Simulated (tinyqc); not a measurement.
Bond-orbital model of a tetrahedral semiconductor (Harrison's universal couplings): one step. Band edges at Gamma. Five cases, with inputs chosen for the exercise.

Task: Ev is the lower root of [[epa, Exx], [Exx, epc]] and the s-like conduction level the upper root of [[esa, Ess], [Ess, esc]], with Exx = 1.28 u and Ess = 5.28 u, u = hbar^2/(m d^2).

Give: Exx, Ess; Ev; s-like conduction level; E0 gap.

Case 1.

Values chosen (near tabulated values for Ge; the model gives trends, and its gaps can be far from the real ones; the results hold for these values, not for the real material): esc = -15.15 eV (s level, cation); epc = -7.4 eV (p level, cation); esa = -15.15 eV (s level, anion); epa = -7.4 eV (p level, anion).

hbar^2/(m d^2) = 1.279892 eV

Result:

Exx, Ess (eV): [1.6383, 6.7578]

Ev = -9.038 eV
s-like conduction level = -8.392 eV
E0 gap = 0.646 eV

Case 2.

Values chosen (near tabulated values for InP; the model gives trends, and its gaps can be far from the real ones; the results hold for these values, not for the real material): esc = -10.11 eV (s level, cation); epc = -5.31 eV (p level, cation); esa = -19.47 eV (s level, anion); epa = -9.48 eV (p level, anion).

hbar^2/(m d^2) = 1.171851 eV

Result:

Exx, Ess (eV): [1.5000, 6.1874]

Ev = -9.963 eV
s-like conduction level = -7.032 eV
E0 gap = 2.931 eV

Case 3.

Values chosen (near tabulated values for GaAs; the model gives trends, and its gaps can be far from the real ones; the results hold for these values, not for the real material): esc = -11.62 eV (s level, cation); epc = -5.64 eV (p level, cation); esa = -19.09 eV (s level, anion); epa = -9.1 eV (p level, anion).

hbar^2/(m d^2) = 1.259165 eV

Result:

Exx, Ess (eV): [1.6117, 6.6484]

Ev = -9.734 eV
s-like conduction level = -7.729 eV
E0 gap = 2.005 eV

Case 4.

Values chosen (near tabulated values for diamond; the model gives trends, and its gaps can be far from the real ones; the results hold for these values, not for the real material): esc = -19.23 eV (s level, cation); epc = -11.23 eV (p level, cation); esa = -19.23 eV (s level, anion); epa = -11.23 eV (p level, anion).

hbar^2/(m d^2) = 3.213006 eV

Result:

Exx, Ess (eV): [4.1126, 16.9647]

Ev = -15.343 eV
s-like conduction level = -2.265 eV
E0 gap = 13.077 eV

Case 5.

Values chosen (near tabulated values for ZnSe; the model gives trends, and its gaps can be far from the real ones; the results hold for these values, not for the real material): esc = -7.85 eV (s level, cation); epc = -3.99 eV (p level, cation); esa = -22.57 eV (s level, anion); epa = -10.63 eV (p level, anion).

hbar^2/(m d^2) = 1.259165 eV

Result:

Exx, Ess (eV): [1.6117, 6.6484]

Ev = -11.001 eV
s-like conduction level = -5.292 eV
E0 gap = 5.709 eV

Universal couplings give the trend of E0 from compound to compound, not its value; it can miss by several eV and by a factor of two or more, and spin-orbit coupling is left out.

Computed by tinyqc, one run a case: `OMP_NUM_THREADS=1 python tinyqc.py N N+1 out.jsonl` with N = 1451475, 1451748, 1451828, 1451884, 1452142; one thread of a shared Intel(R) Xeon(R) Processor @ 2.30GHz, about 0.01 s a run at most.
